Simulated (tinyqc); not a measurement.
Interface roughness in a thin film (subband fluctuation and scattering), step by step. Values are carried at full precision from step to step, so a last printed digit may differ when a step is redone from the rounded ones.

Square well of width t, barriers V0, c = hbar^2/2m0: E1 solves k t + 2 atan[(k/mz)/(kappa/mb)] = pi, k = sqrt(mz E/c), kappa = sqrt(mb (V0 - E)/c). One interface is rough, so the subband edge fluctuates by G dt with G = |dE1/dt| (central difference of 0.01 angstrom; 2 E1/t for hard walls).

Constants: hbar^2/2m0 = 3.80998211 eV angstrom^2; e^2/(4 pi eps0) = 14.39964547 eV angstrom; hbar = 6.58211957e-16 eV s.

Inputs chosen for the exercise (near those of a thin InGaAs channel; the results hold for these values, not for the real material): t = 44 angstrom (film thickness); mz = 0.045 m0 (confinement mass); V0 = 2.11 eV (barrier); mb = 0.26 m0 (barrier mass); D = 2.2 angstrom (rms height of the roughness); md = 0.045 m0 (mass in the plane); gv = 1 (valleys); Lc = 14 angstrom (correlation length); Ns = 1 x 1e12/cm^2 (sheet density); eps = 10.7 (mean dielectric constant at the channel); Lg = 200 angstrom (gate length); Wg = 400 angstrom (gate width).

## Sensitivity of the level to thickness

Give E1, G, the hard-wall values and the rms fluctuation G D.

E1 = 162.51 meV
G = |dE1/dt| = 4.8388 meV/angstrom

hard walls: E1 (meV) and G (meV/angstrom): [431.623, 19.619]

G D = 10.65 meV

Hard walls overstate G by a factor 4.05, and the scattering rate, which goes as G^2, by 16.44.

## The angular integrand

Gaussian roughness spectrum S(q) = pi D^2 Lc^2 exp(-q^2 Lc^2/4). Degenerate gas, taken to fill one subband (the second starts to fill once c kF^2/md exceeds E2 - E1, which is not tested here): kF = sqrt(2 pi Ns/gv), q = 2 kF sin(theta/2), 1/tau = (md/(2 pi c hbar)) G^2 times the integral from 0 to pi of S(q)(1 - cos theta)/eps(q)^2 dtheta, eps(q) = 1 + qs/q with screening (qs = gv md q0/(c eps), q0 = e^2/(4 pi eps0), form factors left out, which overstates the screening; other scattering is left out too, so these values lie far above measured mobilities in all but the thinnest films) or 1 without; mobility = tau c2/md with c2 = e/m0 = 1.75882e15 cm^2/(V s^2); 1e12/cm^2 = 1e-4/angstrom^2.

kF, qs, and exp(-q^2 Lc^2/4)(1 - cos theta) without and with the factor 1/eps^2 at theta = 30, 60, ..., 180 degrees.

kF = 0.02507 1/angstrom
qs = 0.0159 1/angstrom

Integrand:
```
theta  q (1/angstrom)   bare  eps(q)  screened
30             0.0130  0.133    2.23    0.0268
60             0.0251  0.485    1.63     0.182
90             0.0354  0.940    1.45     0.448
120            0.0434   1.37    1.37     0.733
150            0.0484   1.66    1.33     0.943
180            0.0501   1.77    1.32      1.02
```

kF Lc = 0.35: the roughness is short-ranged for these electrons, and back-scattering dominates.

## Scattering time and mobility

Integrate over theta.

Results:
```
case      integral  tau (fs)  mobility (cm^2/(V s))
bare         2.866      1751              6.844e+04
screened     1.488      3372              1.318e+05
```

Screening raises the mobility by a factor 1.9. With it kF l = 545, so by this rate the carriers are far from localisation. Phonons, and the gate field that presses carriers to the wall, limit real channels far below this value.

## Threshold variation

Averaged over an area A = Lg Wg much larger than Lc^2, the thickness varies by D sqrt(pi Lc^2/A), so sigma(Vt) = G D Lc sqrt(pi/A)/e; the Pelgrom coefficient is sigma sqrt(A) (1 micrometre = 1e4 angstrom).

rms of the mean thickness = 0.193 angstrom
sigma(Vt) = 0.934 mV
coefficient = 0.0264 mV micrometre

The electrostatic effect of the thickness is left out.

## Checks

- G from the envelope at the wall, psi(t/2)^2 (E1 + c mz (kappa/mb)^2), against the difference quotient, meV/angstrom: both 4.839.
- Bare integral for Lc -> 0 against pi: both 3.1416.

Computed by tinyqc, a small Python program: `OMP_NUM_THREADS=1 python tinyqc.py 1252756 1252757 out.jsonl` (the numbers bound the seed that draws the inputs); one thread of a shared host (Intel(R) Xeon(R) Processor @ 2.30GHz), about 0.01 s for the whole set of steps.
